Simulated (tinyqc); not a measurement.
Six-band hole subbands of a thin body in a field: one step. Confinement masses without spin-orbit coupling. Five cases, with inputs chosen for the exercise.

Problem. C(n n^T)/c has C_XX = (g1 + 4 g2) nx^2 + (g1 - 2 g2)(ny^2 + nz^2) and C_XY = 6 g3 nx ny, n the unit normal; its eigenvalues are the inverse masses along n.

Give: C(n n^T)/c; masses.

Case 1.

Values chosen (near those of a p-type Si channel; not measured data): g1 = 4.31 (Luttinger gamma1); g2 = 0.34 (gamma2); g3 = 1.45 (gamma3); face = 110 (surface).

Solution.

C(n n^T)/c:
```
,X,Y,Z
X,4.6500,4.3500,0
Y,4.3500,4.6500,0
Z,0,0,3.6300
```

masses (m0): 3.3333  0.2755  0.1111

The heaviest mass, 3.33, comes from a near cancellation among the gammas, so a few per cent in them move it strongly.

Case 2.

Values chosen (near those of a p-type Si channel; not measured data): g1 = 4.29 (Luttinger gamma1); g2 = 0.34 (gamma2); g3 = 1.44 (gamma3); face = 110 (surface).

Solution.

C(n n^T)/c:
```
,X,Y,Z
X,4.6300,4.3200,0
Y,4.3200,4.6300,0
Z,0,0,3.6100
```

masses (m0): 3.2258  0.2770  0.1117

The heaviest mass, 3.23, comes from a near cancellation among the gammas, so a few per cent in them move it strongly.

Case 3.

Values chosen (near those of a p-type Si channel; not measured data): g1 = 4.27 (Luttinger gamma1); g2 = 0.34 (gamma2); g3 = 1.44 (gamma3); face = 001 (surface).

Solution.

C(n n^T)/c:
```
,X,Y,Z
X,3.5900,0,0
Y,0,3.5900,0
Z,0,0,5.6300
```

masses (m0): 0.2786  0.2786  0.1776

Case 4.

Values chosen (near those of a p-type Si channel; not measured data): g1 = 4.3 (Luttinger gamma1); g2 = 0.34 (gamma2); g3 = 1.45 (gamma3); face = 110 (surface).

Solution.

C(n n^T)/c:
```
,X,Y,Z
X,4.6400,4.3500,0
Y,4.3500,4.6400,0
Z,0,0,3.6200
```

masses (m0): 3.4483  0.2762  0.1112

The heaviest mass, 3.45, comes from a near cancellation among the gammas, so a few per cent in them move it strongly.

Case 5.

Values chosen (near those of a p-type Si channel; not measured data): g1 = 4.27 (Luttinger gamma1); g2 = 0.34 (gamma2); g3 = 1.45 (gamma3); face = 110 (surface).

Solution.

C(n n^T)/c:
```
,X,Y,Z
X,4.6100,4.3500,0
Y,4.3500,4.6100,0
Z,0,0,3.5900
```

masses (m0): 3.8462  0.2786  0.1116

The heaviest mass, 3.85, comes from a near cancellation among the gammas, so a few per cent in them move it strongly.

Computed by tinyqc, one run a case: `OMP_NUM_THREADS=1 python tinyqc.py N N+1 out.jsonl` with N = 1252101, 1252185, 1252219, 1252395, 1280158; one thread of a shared Intel(R) Xeon(R) Processor @ 2.30GHz, about 0.5 s a run at most.
